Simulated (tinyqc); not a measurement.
Scattering rates of a carrier in a spherical band by Fermi's golden rule. Changing the carrier energy E. Computed by tinyqc, a small Python program. Command: `OMP_NUM_THREADS=1 python tinyqc.py 3020245 3020246 out.jsonl scatter sweep`. One thread of a shared host (Intel(R) Xeon(R) Processor @ 2.30GHz), about 0.02 s of CPU time with the checks.

All processes here are isotropic or elastic, and the rate listed is the momentum relaxation rate.

Inputs (values chosen for the exercise, modelled on holes in germanium):

| quantity | value | unit |
|---|---|---|
| density-of-states mass of one valley m | 0.292 | m_0 |
| static permittivity eps_s | 16 | - |
| density rho | 5323 | kg/m^3 |
| sound velocity v_l | 5230 | m/s |
| acoustic deformation potential D_A | 4.5 | eV |
| phonon energy hbar w | 37.1 | meV |
| optical or intervalley deformation potential D_o | 7.6 | 1e8 eV/cm |
| final valleys Z_f | 1 | - |
| ionised impurity density N_I | 1.1e+15 | 1/cm^3 |
| temperature T | 300 | K |

Crystal: non-polar. Band: parabolic. Impurity formula: Brooks-Herring. Further scattering: none.

Constants: m_0 = 9.1093837015e-31 kg; e = 1.602176634e-19 C; hbar = 1.054571817e-34 J s; k_B = 8.617333262e-05 eV/K; eps_0 = 8.8541878128e-12 F/m; k_B = 1.380649e-23 J/K; hbar = 6.582119569e-16 eV s.

Method:
- Parabolic band: E = hbar^2 k^2/(2 m), speed v = hbar k/m, states per spin, volume and energy g(E) = m k/(2 pi^2 hbar^2). Masses are multiplied by m_0 and all formulas are in SI units.
- Phonon occupation N_q = 1/(exp(hbar w/(k_B T)) - 1).
- Debye screening by free carriers of density N_I: L_s = sqrt(eps_s eps_0 k_B T/(e^2 N_I)).
- Acoustic deformation potential (elastic, equipartition, absorption and emission together): 1/tau = 2 pi k_B T D_A^2 g(E)/(hbar rho v_l^2).
- Singly charged impurities, momentum relaxation: 1/tau = N_I e^4 m (1 + 2 alpha E) Phi/(8 pi (eps_s eps_0)^2 hbar^3 k^3), with alpha = 0 for a parabolic band.
- Brooks-Herring: Phi = ln(1 + b) - b/(1 + b), b = 4 k^2 L_s^2.
- Optical or intervalley deformation potential: 1/tau = (pi Z_f D_o^2/(rho w)) [N_q g(E + hbar w) + (N_q + 1) g(E - hbar w)], with g = 0 below the band edge.
- Rates add: 1/tau_m is the sum, and the mean free path is v tau_m.

One run for each value:

| carrier energy E (meV) | acoustic rate (1/s) | ionised-impurity rate (1/s) | momentum relaxation time tau_m (fs) | speed v (m/s) | mean free path (nm) |
|---|---|---|---|---|---|
| 5.0 | 2.0898e+11 | 3.0703e+11 | 1176.6 | 7.7610e+04 | 91.31 |
| 8.3 | 2.6925e+11 | 1.5385e+11 | 1298.9 | 9.9994e+04 | 129.89 |
| 14.0 | 3.4969e+11 | 7.5075e+10 | 1261.6 | 1.2987e+05 | 163.84 |
| 23.0 | 4.4821e+11 | 3.7839e+10 | 1129.9 | 1.6646e+05 | 188.08 |
| 39.0 | 5.8364e+11 | 1.8190e+10 | 741.4 | 2.1675e+05 | 160.71 |
| 65.0 | 7.5348e+11 | 8.9274e+09 | 412.5 | 2.7983e+05 | 115.43 |
| 110.0 | 9.8019e+11 | 4.2766e+09 | 289.5 | 3.6402e+05 | 105.39 |
| 180.0 | 1.2539e+12 | 2.1421e+09 | 217.5 | 4.6566e+05 | 101.27 |
| 300.0 | 1.6187e+12 | 1.0433e+09 | 164.8 | 6.0117e+05 | 99.05 |
| 500.0 | 2.0898e+12 | 5.0709e+08 | 126.0 | 7.7610e+05 | 97.83 |

What does the table show, and why?

Over the rows, acoustic rate (1/s) rises from 2.09e11 to 2.09e12 (exponent d ln y / d ln x about 0.50 throughout); ionised-impurity rate (1/s) falls from 3.07e11 to 5.07e8 (exponent d ln y / d ln x about -1.4 throughout); momentum relaxation time tau_m (fs) goes from 1180 through a maximum among these rows, 1300 at 8.30, to 126. The exponent of acoustic rate stays at 0.50: the rate follows g(E), which grows as E^(1/2) in a parabolic band. Optical emission sets in at 37.1 meV.

Caution (rows 5.00, 8.30, 14.0): k times the effective Bohr radius is below 1, so the Born approximation behind the Brooks-Herring rate is rough.

Extremes, crossings and ranges named in words are read from the listed rows.
